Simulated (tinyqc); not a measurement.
Valley-orbit splitting of a donor ground state, with strain: one step, computed by the program tinyqc.

The basis is the 1s envelope in each valley; energies are counted from the unstrained conduction-band edge. The strain is e_s (a a^T - 1/3) for the unit stress axis a, so valley j along n_j moves by Xi_u e_s w_j with w_j = (n_j.a)^2 - 1/3: -1/3 for x and y, +2/3 for z.

Task: Levels and ground state under strain. Diagonalise H; the ground vector has positive components. The density at the nucleus, and so the contact hyperfine coupling, scales as (sum_j c_j)^2/(number of valleys), which is 1 without strain; the envelopes are held fixed.

Valleys: six along <100>. Stress axis: [001].

H (meV), lower triangle (symmetric):
```
           +x         -x         +y         -y         +z         -z
+x  -33.76642
-x   -2.98000  -33.76642
+y   -3.92000   -3.92000  -33.76642
-y   -3.92000   -3.92000   -2.98000  -33.76642
+z   -3.92000   -3.92000   -3.92000   -3.92000  -34.46715
-z   -3.92000   -3.92000   -3.92000   -3.92000   -2.98000  -34.46715
```

Give: levels; valley amplitudes of the ground state; hyperfine ratio A/A_0.

Result:

levels (meV): -52.665  -31.487  -30.786  -30.786  -29.369  -28.906

valley amplitudes of the ground state: +x 0.40411, -x 0.40411, +y 0.40411, -y 0.40411, +z 0.41639, -z 0.41639

hyperfine ratio A/A_0 = 0.99980
